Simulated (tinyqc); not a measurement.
## Capacitance shares from swing and barrier lowering

Problem. Below threshold the charge is negligible, so the band edge moves as -(aG Vg + aD Vd), aG = CG/CS, aD = CD/CS (CG, CD the capacitances of the barrier top to gate and drain, CS the total), and I goes as exp((aG Vg + aD Vd)/Vt) once Vd is well above Vt. Find aG, aD, CS and CD.

Values chosen for this exercise:
- T = 300 K (temperature)

Constants: q = 1.602176634e-19 C, kB = 1.380649e-23 J/K, Vt = kB T/q. Results are converted to the units shown.

swing = 67.643670 mV/decade
DIBL = 70.454545 mV/V
CG = 3.7946519 uF/cm^2

Solution. The swing is Vt ln 10/aG and the DIBL, -dVg/dVd at fixed current, is aD/aG.

aG = 0.880
aD = 0.0620
CS = 4.31 uF/cm^2
CD = 0.267 uF/cm^2

Numbers from tinyqc (`OMP_NUM_THREADS=1 python tinyqc.py 2400103 2400104 out.jsonl`; about 0.01 s on one thread of a shared Intel Xeon 2.30GHz).
